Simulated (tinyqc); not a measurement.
# Changing the thickness W

Model: photoconductance decay in a wafer: bulk and surface recombination modes, and iron detection by pair splitting. Computed by tinyqc, a small Python program. Command: `OMP_NUM_THREADS=1 python tinyqc.py 3113340 3113341 out.jsonl pcd sweep`. One thread of a shared host (Intel(R) Xeon(R) Processor @ 2.30GHz), about 0.03 s of CPU time with the checks.

Both faces of the wafer have the same S; injection is low and all coefficients are constant. x runs from -W/2 to W/2.

Inputs (values chosen for the exercise, modelled on p-type silicon): diffusivity D = 27.7 cm^2/s; bulk lifetime tau_b without iron = 67 microsecond; surface recombination velocity S = 47 cm/s.

Method. Even modes cos(a x) obey b tan b = S W/(2 D) with b = a W/2, odd modes sin(a x) obey -b cot b = S W/(2 D); each decays at the rate 1/tau_b + D a^2. tau_eff is the decay time of the first mode. The surface time is 1/(D a^2) of that mode; shortcuts for it are W/(2 S), W^2/(pi^2 D) and their sum, whose error is sum/surface time - 1.

One run for each value:
```
thickness W (micrometre)  tau_eff (microsecond)  surface time (microsecond)  tau_eff/tau_b
20                                       16.155                        21.3        0.24113
36                                       24.384                        38.3        0.36395
63                                       33.535                        67.1        0.50052
110                                      42.654                       117.4        0.63663
360                                      57.110                       386.9        0.85239
630                                      61.008                       682.2        0.91057
1100                                     63.476                      1206.8        0.94740
2000                                     65.062                      2249.3        0.97107
```

Give the missing row, thickness W (micrometre) = 200.

Computed row:
```
thickness W (micrometre)  tau_eff (microsecond)  surface time (microsecond)  tau_eff/tau_b
200                                      51.023                       214.0        0.76154
```

Interpolating between the two neighbouring rows (the first column on a logarithmic scale, the others too where they are positive) misses by up to 3.1 %. Over the rows, tau_eff (microsecond) rises from 16.2 to 65.1 (exponent d ln y / d ln x 0.70 between the first rows and 0.041 between the last); surface time (microsecond) rises from 21.3 to 2250 (exponent d ln y / d ln x about 1.0 throughout); tau_eff/tau_b rises from 0.241 to 0.971 (exponent d ln y / d ln x 0.70 between the first rows and 0.041 between the last). The exponent of surface time stays between 1.00 and 1.04, near 1: slow surfaces, W/(2 S). Plotting 1/tau_eff against 1/W separates bulk and surface while W/(2 S) is the larger part of the surface time.

Extremes, crossings and ranges named in words are read from the listed rows.
